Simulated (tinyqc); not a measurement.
ESD clamp with bipolar snapback, compact model and design window: one step of the calculation.

The drain junction multiplies the current that enters it: Igen = (M - 1)(Ic + I0), M = 1/(1 - (Vj/BV)^n). The generated holes leave through the substrate resistance and the base of the parasitic npn: Igen = Vb/Rb + Ic/be, Ic = Is exp(Vb/Vt). Terminal current I = Ic + I0 + Igen and voltage V = Vj + I Ro, per width. Isothermal, constant gain.

Task. Design window and human-body level. Human-body model: 100 pF through 1500 ohm, peak current about (level - Vt2)/1500 ohm, decay time 150 ns. All fingers turn on before the first fails if Vt2 > Vt1; then the clamp carries Nf Wf It2, otherwise in the worst case Wf It2. Margins: Vh - 1.1 Vdd against latching in operation, Vox - max(Vt1, Vt2) for the protected oxide.

Inputs (values chosen for the exercise); values close to those of grounded-gate n-channel clamps: failure current for 100 ns It2 = 9.8 mA/um; finger width Wf = 50 um; number of fingers Nf = 4; human-body-model level Lv = 2 kV; oxide breakdown voltage for 100 ns Vox = 12.4 V; supply voltage Vdd = 2.5 V.

Vt1 = 11.602429 V
Vh = 7.4966255 V
Vt2 = 10.893485 V

Wanted: peak current; current the clamp carries; level it withstands; holding margin; oxide margin.

Result.

peak current = 1.3261 A
current the clamp carries = 0.49000 A
level it withstands = 0.74589 kV
holding margin = 4.7466 V
oxide margin = 0.79757 V

Uniform turn-on is not assured; the clamp fails the level. Both margins are positive.

tinyqc, about 0.02 s, one thread, Intel Xeon 2.30GHz (shared host): `OMP_NUM_THREADS=1 python tinyqc.py 2670142 2670143 out.jsonl`
